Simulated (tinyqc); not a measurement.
Thresholds of impact ionisation and Auger recombination from band masses, step by step. Values are carried at full precision from step to step, so a last printed digit may differ when a step is redone from the rounded ones.

Parabolic bands, no phonon. At threshold the three slow carriers share one velocity. With M their total mass and m4 the mass of the fast carrier, the fast carrier has the kinetic energy E_T = G M/(M - m4) and the slow ones together E_a = G m4/(M - m4), the activation energy of the Auger rate. CCCH (fast electron): G = Eg, M = 2 me + mh, m4 = me. CHHS (hole into the split-off band): G = Eg - Dso, M = 2 mh + me, m4 = ms; this form holds for Eg > Dso (below, the process needs about Dso - Eg and is marked by a dash). CHHL (hole into the light band): G = Eg, M = 2 mh + me, m4 = ml. CHHH (fast heavy hole): G = Eg, M = 2 mh + me, m4 = mh.

Constants: kB = 8.617333262e-05 eV/K; hbar^2/2m0 = 3.80998211 eV angstrom^2.

Values chosen for the exercise (near those of GaSb, gap at low temperature and not tied to T; shifted at random, so the results belong to these values and not to a real crystal): Eg = 0.807 eV (gap at Gamma to the s-like level); Dso = 0.776 eV (spin-orbit splitting); me = 0.0398 m0 (electron mass at Gamma); mh = 0.38 m0 (heavy-hole mass); ms = 0.13 m0 (split-off mass); ml = 0.0437 m0 (light-hole mass); T = 200 K (temperature).

## Thresholds of four processes

Give G, M, m4, E_T, E_a and E_a/kT.

Results:

| process | G (eV) | M | m4 | E_T (eV) | E_a (eV) | E_a/kT |
|---|---|---|---|---|---|---|
| CCCH | 0.8070 | 0.4596 | 0.0398 | 0.8835 | 0.0765 | 4.44 |
| CHHS | 0.0310 | 0.7998 | 0.1300 | 0.0370 | 0.0060 | 0.35 |
| CHHL | 0.8070 | 0.7998 | 0.0437 | 0.8536 | 0.0466 | 2.71 |
| CHHH | 0.8070 | 0.7998 | 0.3800 | 1.5375 | 0.7305 | 42.38 |

The lowest activation energy is that of CHHS (6 meV), then CHHL (47 meV). CHHS leads because G = Eg - Dso is small. At equal G a light fast carrier takes up the energy with little momentum, so little is asked of the slow ones; CHHH asks 0.91 Eg. For equal masses E_T would be 3/2 Eg; for electrons here it is 1.095 Eg.

## Momenta at the CCCH threshold

At the threshold of the parabolic CCCH process the fast electron has E_T = Eg M/(M - me), M = 2 me + mh, and the slow carriers E_a = E_T - Eg together. It has k4 = sqrt(me E_T/c), c = hbar^2/2m0; the slow carriers share k4 in proportion to their masses. Give the wave vectors and kinetic energies, and check that they add up to E_a.

k4 = 0.09607 1/angstrom

electron, electron, hole (1/angstrom): 0.00832  0.00832  0.07943

their kinetic energies (meV): 6.63  6.63  63.26

sum = 76.51 meV

The hole carries 83 % of the momentum and of the energy of the slow carriers.

## Non-parabolicity raises the threshold

Non-parabolic fast electron: E (1 + alpha E) = c k^2/me with alpha = (1 - me)^2/Eg; the slow carriers stay parabolic, so E_T = Eg + me E_T (1 + alpha E_T)/M, M = 2 me + mh (the root between Eg and 1.9 Eg).

Give alpha, E_T, E_a = E_T - Eg and k4.

alpha = 1.1425 1/eV
E_T = 0.9896 eV
E_a = 0.1826 eV
k4 = 0.14841 1/angstrom

E_a is 2.39 times the parabolic value, since an electron at E_T above the edge has 1 + alpha E_T = 2.13 times the squared momentum, and E_T itself is 1.12 times higher. In the real crystal the L valleys lie below this energy, so the fast electron may not stay in the Gamma valley.

## Temperature dependence

For non-degenerate carriers at fixed densities the Auger coefficient goes as exp(-E_a/kT), up to slowly varying powers of T. Give exp(-E_a/kT) for the parabolic and the non-parabolic CCCH value, and the characteristic temperature T0 = kT^2/E_a of each.

Boltzmann factors: 0.01180  2.507e-05

T0 (K): 45  19

Non-parabolicity lowers the factor by 4.7e+02 times; direct CCCH is then negligible, and processes with lower thresholds, or assisted by phonons or defects, take over.

## Checks

- Largest energy that an electron at k4 can give to a pair, by numerical search, against Eg (eV): both 0.8070.

Computed by tinyqc, a small Python program: `OMP_NUM_THREADS=1 python tinyqc.py 1850235 1850236 out.jsonl` (the numbers bound the seed that draws the inputs); one thread of a shared host (Intel(R) Xeon(R) Processor @ 2.30GHz), about 0.01 s for the whole set of steps.
